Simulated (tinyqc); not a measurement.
Implant damage, amorphisation by cascade overlap, and solid-phase epitaxial regrowth: one step, computed by the program tinyqc. Command: `OMP_NUM_THREADS=1 python tinyqc.py 3112521 3112522 out.jsonl sper walk`. One thread of a shared host (Intel(R) Xeon(R) Processor @ 2.30GHz), about 0.01 s of CPU time with the checks.

Range and width of the damage are inputs. Dynamic annealing enters only through the surviving share f.

Task: Overlap model. Gibbons model: a point turns amorphous after n + 1 hits; with y = A_i Q the amorphous share is 1 - exp(-y) sum_(k=0..n) y^k/k!. Doses are set by y.

Inputs (values chosen for the exercise, modelled on fluorine ions in silicon): overlaps needed n = 1; area amorphised by one track A_i = 0.51 nm^2.

Give: the table «Amorphous share» with the columns Q (1/cm^2), direct impact (n = 0), given n, for y = 0.1, 0.3, 0.6, 1.0, 2.0, 3.0, 5.0, 8.0.

Result:

Amorphous share:
```
y    Q (1/cm^2)  direct impact (n = 0)  given n
0.1   1.961e+13                 0.0952   0.0047
0.3   5.882e+13                 0.2592   0.0369
0.6   1.176e+14                 0.4512   0.1219
1.0   1.961e+14                 0.6321   0.2642
2.0   3.922e+14                 0.8647   0.5940
3.0   5.882e+14                 0.9502   0.8009
5.0   9.804e+14                 0.9933   0.9596
8.0   1.569e+15                 0.9997   0.9970
```

At small y the share grows as y^2; between the first rows the exponent is 1.88.
